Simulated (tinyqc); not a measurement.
Critical temperature from a phonon spectrum: McMillan, Allen-Dynes and the linearised Eliashberg equation: one step, computed by the program tinyqc. Command: `OMP_NUM_THREADS=1 python tinyqc.py 3004407 3004408 out.jsonl eliashberg walk`. One thread of a shared host (Intel(R) Xeon(R) Processor @ 2.30GHz), about 0.03 s of CPU time with the checks.

alpha^2 F(omega) = sum_i (lambda_i omega_i/2) delta(omega - omega_i), so that lambda = 2 int alpha^2 F/omega d omega = sum_i lambda_i.

Question. McMillan and Allen-Dynes. McMillan form: k_B T_c = (omega_log/1.2) exp[-1.04 (1 + lambda)/(lambda - mu* (1 + 0.62 lambda))]. Allen-Dynes multiplies it by f1 f2: f1 = [1 + (lambda/L1)^(3/2)]^(1/3), L1 = 2.46 (1 + 3.8 mu*); f2 = 1 + (omega_rms/omega_log - 1) lambda^2/(lambda^2 + L2^2), L2 = 1.82 (1 + 6.3 mu*) omega_rms/omega_log.

Inputs (values chosen for the exercise, for a model metal): Coulomb pseudopotential mu* = 0.13.

Peaks in alpha^2 F: two.

lambda = 0.594

omega_rms = 20.92148 meV

omega_log = 17.73460 meV

Constants: k_B = 8.617333262e-05 eV/K.

Give: T_c, McMillan form; f1; f2; T_c, Allen-Dynes.

Answer.

T_c, McMillan form = 3.1924 K

f1 = 1.0212

f2 = 1.0041

T_c, Allen-Dynes = 3.2733 K

The two corrections raise T_c by 2.5 %.
